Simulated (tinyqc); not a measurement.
FinFET, parasitic resistance, capacitance and delay: course of the iteration: fin currents at Vgs = Vdd, Vds = Vdd/2.

Nf fins under one contact; each has gated perimeter p = 2 Hf + Wf and cross-section A = Hf Wf; contact width Wc = Nf pf, stack height Hs = Hf. Contact length Lc = CPP - Lg - 2 Lsp, shared by two neighbouring gates. Source and drain sides are equal. The formulas are first-order estimates, not field solutions.

One fin: I = p Q vx u/(1 + |u|^1.8)^(1/1.8), Q = Cinv n Vt ln(1 + exp((Vg' - VT + dl Vd')/(n Vt))), u = Vd' mu/(vx Lg), Vg' = Vgs - v, Vd' = Vds - 2 v, with the drop on each side v = Rc (sum of I) + Rx I. I(new) = I(out).

Stop when the largest change of I is below 1e-6 uA, or after 80 iterations.

Inputs (values chosen for the exercise); values close to those of silicon logic devices: temperature T = 300 K; fin height Hf = 60 nm; fin width Wf = 5 nm; gate length Lg = 18 nm; inversion capacitance Cinv = 2.5 uF/cm^2; injection velocity vx = 1.4e7 cm/s; apparent mobility mu = 150 cm^2/(V s); threshold at zero drain voltage VT = 0.29 V; barrier lowering dl = 0.071 V/V; subthreshold factor n = 1.22; supply voltage Vdd = 0.7 V.

Constants: q = 1.602176634e-19 C, kB = 1.380649e-23 J/K, Vt = kB T/q. Results are converted to the units shown.

I at the start (uA): fin 1 0, fin 2 0, fin 3 0
Rc = 55.8140 ohm
Rx = 256.667 ohm

Course of the iteration:
```
iteration,total I (uA),largest |change| of one entry (uA)
1,500.464,167
2,348.576,50.6
3,399.048,16.8
4,382.828,5.41
5,388.095,1.76
6,386.391,0.568
7,386.943,0.184
8,386.764,0.0596
9,386.822,0.0193
10,386.803,6.26e-3
11,386.809,2.03e-3
12,386.807,6.56e-4
13,386.808,2.13e-4
14,386.808,6.89e-5
15,386.808,2.23e-5
16,386.808,7.22e-6
17,386.808,2.34e-6
18,386.808,7.58e-7
```

Did this iteration meet its convergence test, and what does its course show?

Yes. Converged in 18 iterations. At the end each change is about 0.32 times the one before: linear convergence.

Numbers from tinyqc (`OMP_NUM_THREADS=1 python tinyqc.py 2170109 2170110 out.jsonl`; about 0.04 s on one thread of a shared Intel Xeon 2.30GHz).
